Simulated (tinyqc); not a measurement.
Strained Delta valleys, repopulation and conductivity mass: one step of the calculation.

A cubic crystal with three pairs of conduction valleys along x, y and z under uniaxial stress X along [110] (X > 0 is tension); current along [110]. Non-degenerate electrons, fixed total density, one relaxation time for all valleys and stresses, masses unchanged by strain, so the mobility goes as the mean inverse mass.

Task. Strain tensor. Stress s_ij = X a_i a_j with a the unit vector along [110]; strain e_ii = s11 s_ii + s12 (s_jj + s_kk), e_ij = s44 s_ij/2.

Parameters, values chosen for the exercise; values close to those of silicon:
- s11 = 7.73 1/TPa (compliance)
- s12 = -2.11 1/TPa (compliance)
- s44 = 12.2 1/TPa (compliance)
- X = -230 MPa (uniaxial stress (tension positive))

Wanted: strain.

Result.

strain (%):
```
           x          y         z
x  -0.064630  -0.070150  0.000000
y  -0.070150  -0.064630  0.000000
z   0.000000   0.000000  0.048530
```

Range of the model: Shear strain also changes the transverse masses of these valleys, which is left out.

Program tinyqc, `OMP_NUM_THREADS=1 python tinyqc.py 2530013 2530014 out.jsonl`; Intel Xeon 2.30GHz, shared host, one thread, about 0.01 s.
